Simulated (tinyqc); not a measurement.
UHF in the sto-6g basis, for H4, spin multiplicity 1, step by step. One step of it, computed by the program tinyqc.

Task: Iteration 2: diagonalisation and new density. Diagonalise F' = X^T F X, C = X C', fill 2 alpha and 2 beta electrons from the bottom; D(s) = C_occ C_occ^T. Each column has its largest component positive (the first on a tie).

extrapolated F(alpha) (hartree):
```
,1H 1s,2H 1s,3H 1s,4H 1s
1H 1s,-0.416921,-0.603366,-0.033521,-0.007328
2H 1s,-0.603366,-0.342587,-0.080304,-0.036650
3H 1s,-0.033521,-0.080304,-0.420139,-0.604162
4H 1s,-0.007328,-0.036650,-0.604162,-0.338980
```

extrapolated F(beta) (hartree):
```
,1H 1s,2H 1s,3H 1s,4H 1s
1H 1s,-0.338980,-0.604162,-0.036650,-0.007328
2H 1s,-0.604162,-0.420139,-0.080304,-0.033521
3H 1s,-0.036650,-0.080304,-0.342587,-0.603366
4H 1s,-0.007328,-0.033521,-0.603366,-0.416921
```

X:
```
,1,2,3,4
1H 1s,-0.870056,0.864769,0.411917,0.364427
2H 1s,0.937621,-0.807598,0.382234,0.390225
3H 1s,-0.937621,-0.807598,-0.382234,0.390225
4H 1s,0.870056,0.864769,-0.411917,0.364427
```

Give: F' = X^T F X; orbital energies; coefficients C; F' = X^T F X; orbital energies; coefficients C; D(alpha) after iteration 2; D(beta) after iteration 2.

Result:

F' = X^T F X (alpha) (hartree):
```
,1,2,3,4
1,0.7652,0.0008,-0.0112,0.0510
2,0.0008,0.6062,-0.0538,-0.0070
3,-0.0112,-0.0538,-0.5719,0.0002
4,0.0510,-0.0070,0.0002,-0.6063
```

orbital energies (alpha) (hartree): MO1 -0.6083, MO2 -0.5744, MO3 0.6087, MO4 0.7672

coefficients C (alpha):
```
,MO1,MO2,MO3,MO4
1H 1s,0.3978,0.4469,0.8484,-0.8541
2H 1s,0.3476,0.3557,-0.8324,0.9432
3H 1s,0.4235,-0.4229,-0.7858,-0.9241
4H 1s,0.3399,-0.3621,0.8749,0.8917
```

F' = X^T F X (beta) (hartree):
```
,1,2,3,4
1,0.7652,-0.0008,-0.0112,-0.0510
2,-0.0008,0.6062,0.0538,-0.0070
3,-0.0112,0.0538,-0.5719,-0.0002
4,-0.0510,-0.0070,-0.0002,-0.6063
```

orbital energies (beta) (hartree): MO1 -0.6083, MO2 -0.5744, MO3 0.6087, MO4 0.7672

coefficients C (beta):
```
,MO1,MO2,MO3,MO4
1H 1s,0.3399,-0.3621,0.8749,0.8917
2H 1s,0.4235,-0.4229,-0.7858,-0.9241
3H 1s,0.3476,0.3557,-0.8324,0.9432
4H 1s,0.3978,0.4469,0.8484,-0.8541
```

D(alpha) after iteration 2:
```
,1H 1s,2H 1s,3H 1s,4H 1s
1H 1s,0.3579,0.2972,-0.0205,-0.0266
2H 1s,0.2972,0.2474,-0.0032,-0.0107
3H 1s,-0.0205,-0.0032,0.3582,0.2971
4H 1s,-0.0266,-0.0107,0.2971,0.2467
```

D(beta) after iteration 2:
```
,1H 1s,2H 1s,3H 1s,4H 1s
1H 1s,0.2467,0.2971,-0.0107,-0.0266
2H 1s,0.2971,0.3582,-0.0032,-0.0205
3H 1s,-0.0107,-0.0032,0.2474,0.2972
4H 1s,-0.0266,-0.0205,0.2972,0.3579
```
